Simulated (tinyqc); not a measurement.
Lateral field, substrate current, probability of reaching the oxide barrier and hot-carrier lifetime of a silicon transistor (pseudo-two-dimensional and lucky-electron models): one step, computed by the program tinyqc.

Local-field models: a lucky carrier gains its energy at the peak field over a path free of collisions. Voltages are magnitudes.

Question. Peak lateral field. C_ox = 3.9 eps_0/t; F_sat = 2 v_s/mu; V_Dsat = V_ov F_sat L/(V_ov + F_sat L), V_ov = V_G - V_T; I_D/W = C_ox v_s (V_ov - V_Dsat). Scale length l = 0.22 t^(1/3) x_j^(1/2) (all in cm); F_m = sqrt(((V_D - V_Dsat)/l_e)^2 + F_sat^2), with l_e = l + L_n; length of the velocity-saturated region l_e ln((V_D - V_Dsat)/(l_e F_sat) + F_m/F_sat).

Inputs (values chosen for the exercise, modelled on a silicon p-channel): channel length L = 1300 nm; oxide thickness t = 23 nm; junction depth x_j = 390 nm; mobility mu = 98 cm^2/(V s); saturation velocity v_s = 0.68 1e7 cm/s; threshold voltage V_T = 0.48 V; gate voltage V_G = 14 V; drain voltage V_D = 20 V; ionisation prefactor A_i = 8.5e+06 1/cm; ionisation field B_i = 3.84 MV/cm; hot-carrier mean free path lambda = 4.7 nm; oxide barrier phi_b = 4.6 eV; interface-trap threshold phi_it = 4.7 eV; lifetime constant H = 500 s microampere/micrometre; length of the depleted extension L_n = 170 nm.

Drain: lightly doped extension.

Constants: eps_0 = 8.8541878128e-12 F/m.

Give: scale length l; peak field F_m; velocity-saturated length; energy gained over one free path, e lambda F_m.

Answer.

scale length l = 181.4 nm

peak field F_m = 375.8 kV/cm

velocity-saturated length = 580.9 nm

energy gained over one free path, e lambda F_m = 0.1766 eV
